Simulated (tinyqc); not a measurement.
# Quantum point contact as a saddle point: differential conductance at finite bias

Potential V0 - m wx^2 x^2/2 + m wy^2 y^2/2; energies are counted from V0. Mode n = 0, 1, ... transmits T_n(E) = 1/(1 + exp(-2 pi (E - E_n)/wx)), E_n = wy (n + 1/2); each mode carries 2 q^2/h.

g(T) = int g(E) (-df/dE) dE = int g(mu + x kB T) dx/(4 cosh^2(x/2)), g(E) the zero-temperature value at E, g = G/(2 q^2/h). With the bias V split evenly and the saddle held fixed, dI/dV = [g(mu + V/2) + g(mu - V/2)]/2, each thermally averaged.

Inputs (values chosen for the exercise):
- T = 1.5 K (temperature)
- wy = 5.1 meV (transverse quantum hbar wy)
- wx = 2.7 meV (curvature of the barrier hbar wx)
- mu = 11.3 meV (Fermi level above the saddle point)

Constants: q = 1.602176634e-19 C, kB = 1.380649e-23 J/K, Vt = kB T/q. Results are converted to the units shown.

Results:
```
V (mV)  g(mu + V/2)  g(mu - V/2)  dI/dV
0             2.038        2.038  2.038
1.02          2.111        2.011  2.061
3.06          2.544        1.993  2.268
4.08          2.785        1.974  2.379
5.1           2.920        1.920  2.420
6.12          2.974        1.785  2.379
7.14          2.993        1.544  2.268
8.16          3.001        1.281  2.141
9.18          3.011        1.111  2.061
10.2          3.038        1.038  2.038
11.22         3.111        1.011  2.061
```

Estimate the missing row, V = 2.04 mV.

Computed row:
```
V (mV)  g(mu + V/2)  g(mu - V/2)  dI/dV
2.04          2.281        2.001  2.141
```

With this row back in the table: dI/dV moves up and down between 2.04 and 2.42 in units of 2 q^2/h. Right-movers gain modes (2.04 to 3.11) while left-movers lose them (2.04 to 1.01).

tinyqc, about 0.04 s, one thread, Intel Xeon 2.30GHz (shared host): `OMP_NUM_THREADS=1 python tinyqc.py 2740013 2740014 out.jsonl`
